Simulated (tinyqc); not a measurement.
What each integral does: Slater-Koster d bands of a bcc metal.

Parameters, chosen for this exercise (of the size met in W; shifted at random, so the results belong to these values and not to a real crystal): dds = -1.47 eV (dd sigma); ddp = 0.867 eV (dd pi); ddd = -0.059 eV (dd delta); f2 = 0.36 (factor on all three integrals for second neighbours).

Levels at Gamma, E(t2g) = (8/3) dds + (16/9) ddp + (32/9) ddd + f2 (4 ddp + 2 ddd), E(eg) = (16/3) ddp + (8/3) ddd + f2 (3 dds + 3 ddd), and W = sqrt(12 mu2), the width of a rectangular band with the same second moment mu2 = z (dds^2 + 2 ddp^2 + 2 ddd^2)/5, z = 8 + 6 f2^2.

One parameter was then changed.

Results before and after:

| case | t2g (eV) | eg (eV) | W (eV) |
|---|---|---|---|
| base | -1.3824 | 2.8153 | 8.7943 |
| changed | -1.9704 | 2.5772 | 9.5927 |

Which of these changes was made? (a) ddp = 0.7369 eV; (b) ddd = -0.0501 eV; (c) dds = -1.6905 eV; (d) f2 = 0.414.

Answer: (c) dds = -1.6905 eV. Of the candidates, run in turn, only this one gives the changed row.

All candidates:

| case | t2g (eV) | eg (eV) | W (eV) |
|---|---|---|---|
| base | -1.3824 | 2.8153 | 8.7943 |
| dds = -1.6905 eV | -1.9704 | 2.5772 | 9.5927 |
| ddp = 0.7369 eV | -1.8011 | 2.1215 | 8.2793 |
| ddd = -0.0501 eV | -1.3444 | 2.8487 | 8.7919 |
| f2 = 0.414 | -1.2015 | 2.5676 | 8.9190 |

The ratio of the shifts of t2g and eg names the integral: it is the ratio of the coefficients in the two formulas.

tinyqc: `OMP_NUM_THREADS=1 python tinyqc.py 1481630 1481631 out.jsonl`; about 0.03 s, one thread, shared Intel(R) Xeon(R) Processor @ 2.30GHz.
